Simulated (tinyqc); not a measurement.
Transmission around the level: tunnelling through a thin dielectric with one trap, as a tight-binding chain.

Hopping -t everywhere, t = c/(m a^2), c = hbar^2/2m0; lead sites at 2t (band bottom 0), barrier sites 1 to N at 2t + phi, and site j has U besides. No voltage. Leads give S = -t exp(ika) on sites 1 and N, cos(ka) = 1 - E/(2t). T = (2 t sin(ka))^2 |G_1N|^2, G = (E - H - S)^-1. In the barrier cosh(q a) = 1 + (phi - E)/(2t).

Resonance: the lowest eigenvalue of H + S(E), iterated until its real part equals E (40 rounds from Eb = phi + 2t - sqrt(4t^2 + U^2), the level in an endless barrier). With v the normalised squared amplitudes of that state, Gamma_L = 2 t sin(ka) v_1, Gamma_R = 2 t sin(ka) v_N; Breit-Wigner T = Gamma_L Gamma_R/((E - Er)^2 + (Gamma_L + Gamma_R)^2/4).

Constants: hbar^2/2m0 = 3.80998211 eV angstrom^2.

Parameters, chosen for this exercise (barrier and mass of the size used for SiO2 on silicon; not measured data): a = 2.5 angstrom (site spacing); m = 0.45 m0 (mass, the same in leads and barrier); phi = 3.1 eV (conduction edge of the barrier above that of the leads); N = 9 (barrier sites); j = 6 (site of the trap); U = -3.16 eV (extra energy on the trap site).

Er = 1.64767 eV

widths (meV): left 0.080383, right 4.2873

Energies Er + x (Gamma_L + Gamma_R).

T:

| x | E (eV) | chain | Breit-Wigner | no trap |
|---|---|---|---|---|
| -8.0 | 1.6127 | 0.000243 | 0.000281 | 4.98e-08 |
| -3.0 | 1.6346 | 0.00185 | 0.00195 | 5.57e-08 |
| -1.0 | 1.6433 | 0.0142 | 0.0145 | 5.83e-08 |
| -0.5 | 1.6455 | 0.0358 | 0.0361 | 5.90e-08 |
| 0.0 | 1.6477 | 0.0723 | 0.0723 | 5.97e-08 |
| 0.5 | 1.6498 | 0.0365 | 0.0361 | 6.03e-08 |
| 1.0 | 1.6520 | 0.0147 | 0.0145 | 6.10e-08 |
| 3.0 | 1.6608 | 0.00207 | 0.00195 | 6.39e-08 |
| 8.0 | 1.6826 | 0.000326 | 0.000281 | 7.16e-08 |

At Er the chain gives 0.0723, 1.21e+06 times the value without trap, and Breit-Wigner 0.0723. In the wings the single pole gives 1.16 times the chain value at x = -8 and 0.861 times at x = 8, because the widths and the level shift change with energy.

Run: tinyqc, `OMP_NUM_THREADS=1 python tinyqc.py 1481121 1481122 out.jsonl`; Intel(R) Xeon(R) Processor @ 2.30GHz, one thread, shared host; about 0.06 s of CPU time with all checks.
